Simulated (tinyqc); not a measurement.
Hubbard chain of 3 sites, step by step. One step of it, computed by the program tinyqc.

Question. The many-body Hamiltonian. Basis: all placements (u, d, 2, 0 on each site), up operators ordered before down ones; hops carry the sign of the same-spin electrons passed.

one-body matrix (hopping and site energies) (eV), lower triangle:
```
,1,2,3
1,0.640000
2,-1.440000,0.330000
3,0.000000,-1.440000,0.950000
```

U = 7.500000 eV

electrons, up and down: 1  1

Give: H.

Answer.

H (eV), lower triangle:
```
,200,ud0,u0d,du0,020,0ud,d0u,0du,002
200,8.780
ud0,-1.440,0.970
u0d,0.000,-1.440,1.590
du0,-1.440,0.000,0.000,0.970
020,0.000,-1.440,0.000,-1.440,8.160
0ud,0.000,0.000,-1.440,0.000,-1.440,1.280
d0u,0.000,0.000,0.000,-1.440,0.000,0.000,1.590
0du,0.000,0.000,0.000,0.000,-1.440,0.000,-1.440,1.280
002,0.000,0.000,0.000,0.000,0.000,-1.440,0.000,-1.440,9.400
```
